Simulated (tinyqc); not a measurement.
Short-channel transistor, virtual-source model with series resistance: two steps of the calculation.

The current per gate width is the charge at the top of the source barrier (the virtual source) times its velocity times a saturation function; al and be are fitting constants of the model. Units: I in uA/um, Rs in ohm um, so I Rs = 1e-6 I Rs in volts; Q in uC/cm^2, so I = 1e-4 Q vx0 Fsat with vx0 in cm/s.

Parameters, values chosen for the exercise:
```
symbol,value,unit,meaning
T,300,K,temperature
Cinv,3.16,uF/cm^2,inversion capacitance
vx0,1.84e7,cm/s,velocity at the virtual source
mu,290,cm^2/(V s),apparent mobility
L,32,nm,channel length
VT0,0.42,V,threshold at zero drain voltage
dl,0.053,V/V,drain-induced barrier lowering
n0,1.16,,subthreshold factor
nd,0,1/V,growth of n with drain voltage
al,3.5,,threshold shift (in units of Vt) from weak to strong inversion
be,1.6,,sharpness of saturation
Rs,70,ohm um,series resistance of each contact
Vgs,0.6,V,gate voltage
Vds,0.05,V,drain voltage
```

Constants: q = 1.602176634e-19 C, kB = 1.380649e-23 J/K, Vt = kB T/q. Results are converted to the units shown.

Task 1. Current through the series resistance. Intrinsic voltages Vg' = Vgs - I Rs, Vd' = Vds - 2 I Rs. n = n0 + nd Vd', VT = VT0 - dl Vd', Ff = 1/(1 + exp((Vg' - VT + al Vt/2)/(al Vt))), Q = Cinv n Vt ln(1 + exp((Vg' - VT + al Vt Ff)/(n Vt))), Vdsat = (vx0 L/mu)(1 - Ff) + Vt Ff, Fsat = u/(1 + u^be)^(1/be) with u = Vd'/Vdsat, and I(out) = Q vx0 Fsat per width. (Fsat takes the sign of u.) I(new) = I + 0.5 (I(out) - I).

I after iteration 1 = 135.28261 uA/um

Wanted: Vg'; Vd'; VT; Ff; Q; Vdsat; Fsat; I(out); I after iteration 2.

Result 1.

Vg' = 0.59053 V
Vd' = 0.031060 V
VT = 0.41835 V
Ff = 0.082953
Q = 0.56803 uC/cm^2
Vdsat = 0.18834 V
Fsat = 0.15940
I(out) = 166.61 uA/um
I after iteration 2 = 150.94 uA/um

Task 2. What the series resistance costs. n = n0 + nd Vd', VT = VT0 - dl Vd', Ff = 1/(1 + exp((Vg' - VT + al Vt/2)/(al Vt))), Q = Cinv n Vt ln(1 + exp((Vg' - VT + al Vt Ff)/(n Vt))), Vdsat = (vx0 L/mu)(1 - Ff) + Vt Ff, Fsat = u/(1 + u^be)^(1/be) with u = Vd'/Vdsat, and I = Q vx0 Fsat per width. I0 is the current for Rs = 0. Effective velocity I/Q; transit time L Q/I.

converged I = 153.00851 uA/um
I0 = 270.56522 uA/um

Find: loss against I0; effective velocity; transit time.

Result 2.

loss against I0 = 43.449 %
effective velocity = 2.7127e6 cm/s
transit time = 1.1796 ps

Numbers from tinyqc (`OMP_NUM_THREADS=1 python tinyqc.py 2380126 2380127 out.jsonl`; about 0.01 s on one thread of a shared Intel Xeon 2.30GHz).
